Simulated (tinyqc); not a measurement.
The coupled modes against doping: free-carrier optics of a doped semiconductor (Drude model with one polar phonon).

eps(E) = ei [1 - Ep^2/(E^2 + i E Gam)] + (es - ei) wT^2/(wT^2 - E^2 - i E gT), with Ep^2 = 8 pi c (e^2/(4 pi eps0)) N/(m ei), c = hbar^2/2m0, N in 1/angstrom^3 (1e-24 per 1/cm^3); Gam = hbar/tau, tau = mu m m0/e with m0/e = 5.685630e-12 kg/C and mu in m^2/(V s). Energies in meV.

Constants: hbar^2/2m0 = 3.80998211 eV angstrom^2; e^2/(4 pi eps0) = 14.39964547 eV angstrom.

Inputs chosen for the exercise (mass and dielectric values near those of GaAs; N and mu are free inputs; interband absorption and the rise of the mass with filling are left out; shifted at random, so the results belong to these values and not to a real crystal):
```
symbol  value   unit  meaning
m       0.0689  m0    conductivity mass
ei      10.61         high-frequency dielectric constant
wT      33.1    meV   TO phonon
es      12.48         static dielectric constant
```

L-, L+ solve E^4 - (wL^2 + Ep^2) E^2 + Ep^2 wT^2 = 0, wL = wT sqrt(es/ei); damping left out; energies in meV.

Modes:
```
N (1/cm^3)      Ep     L-      L+  Ep sqrt(ei/es)
2.0e+16       6.14   5.65   35.98            5.66
7.0e+16      11.49  10.51   36.20           10.59
2.0e+17      19.42  17.42   36.91           17.91
4.0e+17      27.47  23.57   38.57           25.33
7.0e+17      36.34  28.27   42.54           33.50
1.0e+18      43.43  30.23   47.55           40.04
3.0e+18      75.22  32.43   76.78           69.36
7.0e+18     114.91  32.84  115.82          105.95
2.0e+19     194.22  33.01  194.74          179.08
```

wL = 35.90 meV

At low density L- follows Ep sqrt(ei/es) (5.65 against 5.66), a plasmon screened by the lattice, and L+ starts at wL. At the highest density L- has come within 0.09 meV of wT, since the carriers screen the field that lifts wL, and L+ is within 0.51 meV of Ep. The branches are closest, 14.27 meV, at 7e+17 1/cm^3 of those listed. The mass is held fixed, while in a real band it rises with filling.

tinyqc: `OMP_NUM_THREADS=1 python tinyqc.py 1651163 1651164 out.jsonl`; about 0.01 s, one thread, shared Intel(R) Xeon(R) Processor @ 2.30GHz.
